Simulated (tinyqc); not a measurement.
# From one set of inputs to another, one input at a time

Model: decay of LO phonons and the hot-phonon bottleneck in the cooling of electrons. Computed by tinyqc, a small Python program. Command: `OMP_NUM_THREADS=1 python tinyqc.py 3009721 3009722 out.jsonl hotphonon ladder`. One thread of a shared host (Intel(R) Xeon(R) Processor @ 2.30GHz), about 0.01 s of CPU time with the checks.

n(E, T) = 1/(exp(E/(k_B T)) - 1) is the Bose occupation. Electrons have a temperature T_e; the LO modes within their reach share one occupation N; the decay products stay at the lattice temperature.

The inputs printed are set A. Set A is modelled on gallium nitride; the values taken over come from a set modelled on zinc oxide. Inputs not listed in the table keep their values of set A, so the rows need not describe a real material.

Inputs (values chosen for the exercise, modelled on gallium nitride):
```
quantity,value,unit
LO energy hbar omega,91.5,meV
"lifetime at T = 0, tau_0",1.8,ps
share f of the energy in the softer product,0.24,-
lattice temperature T,500,K
electron mass m*,0.194,m_0
eps_inf,5.32,-
static dielectric constant eps_s,9.7,-
electron density n,4.5e+18,1/cm^3
"density of LO modes that the electrons reach, N_m",4.6e+19,1/cm^3
power supplied per electron P,3.6,nW
```

Decay channel: two unequal phonons (Ridley).

Constants: k_B = 8.617333262e-05 eV/K; c = 299792458 m/s; e^2/(4 pi eps_0) = 14.39964548 eV angstrom; hbar^2/(2 m_0) = 3.80998212 eV angstrom^2; hbar = 6.582119569e-16 eV s; e = 1.602176634e-19 C.

Method:
- Decay rate 1/tau = (1/tau_0) [1 + n(f hbar omega) + n((1 - f) hbar omega)].
- Full width Gamma = 1/(2 pi c tau) in 1/cm, c in cm/s.
- Froehlich coupling alpha = (e^2/(4 pi eps_0)) (1/eps_inf - 1/eps_s) k_0/(2 hbar omega), k_0 = sqrt(m* hbar omega/(hbar^2/(2 m_0))); emission time tau_sp = hbar/(2 alpha hbar omega); bottleneck ratio r = (n/N_m) tau/tau_sp.
- Net emission per electron: [(N + 1) x - N]/tau_sp with x = exp(-hbar omega/(k_B T_e)), a simple two-level balance; steady state of the modes: n [(N + 1) x - N]/tau_sp = N_m (N - N_0)/tau; power per electron P = hbar omega [(N + 1) x - N]/tau_sp.
- With p = P tau_sp/(hbar omega): N = N_0 + r p and x = (p + N)/(N + 1); without hot phonons N = N_0. The mode temperature T_LO solves n(hbar omega, T_LO) = N.

Each row keeps all changes above it:
```
input moved,from,to,electron temperature T_e (K),mode temperature T_LO (K),Raman width Gamma (1/cm)
set A,-,-,526.89,523.59,8.1194
eps_inf,5.32,3.65,525.23,523.59,8.1194
"lifetime at T = 0, tau_0 (ps)",1.8,1.9,526.52,524.88,7.6920
electron mass m* (m_0),0.194,0.267,526.28,524.88,7.6920
"density of LO modes that the electrons reach, N_m (1/cm^3)",4.6e+19,1.5e+19,575.48,574.11,7.6920
lattice temperature T (K),500,300,455.61,454.11,5.0853
LO energy hbar omega (meV),91.5,70.6,405.29,403.70,6.2126
static dielectric constant eps_s,9.7,8.45,405.44,403.70,6.2126
```

Which inputs carry the difference?

Electron temperature T_e goes from 527 to 405, a factor 0.770 in all. The largest single move comes from lattice temperature T (a factor 0.792), and density of LO modes that the electrons reach, N_m works against it (a factor 1.09). Mode temperature T_LO goes from 524 to 404, a factor 0.771 in all. The largest single move comes from lattice temperature T (a factor 0.791), and density of LO modes that the electrons reach, N_m works against it (a factor 1.09). Raman width Gamma goes from 8.12 to 6.21, a factor 0.765 in all. The largest single move comes from lattice temperature T (a factor 0.661), and LO energy hbar omega works against it (a factor 1.22). The single moves hold for this order of the switches; the total does not depend on the order.

Caution (rows eps_inf, lifetime at T = 0, tau_0, electron mass m*, density of LO modes that the electrons reach, N_m, lattice temperature T, LO energy hbar omega, static dielectric constant eps_s): alpha is above 1/2, so hbar/tau_sp exceeds hbar omega and the emission time, a weak-coupling result, is only rough.

Extremes, crossings and ranges named in words are read from the listed rows.
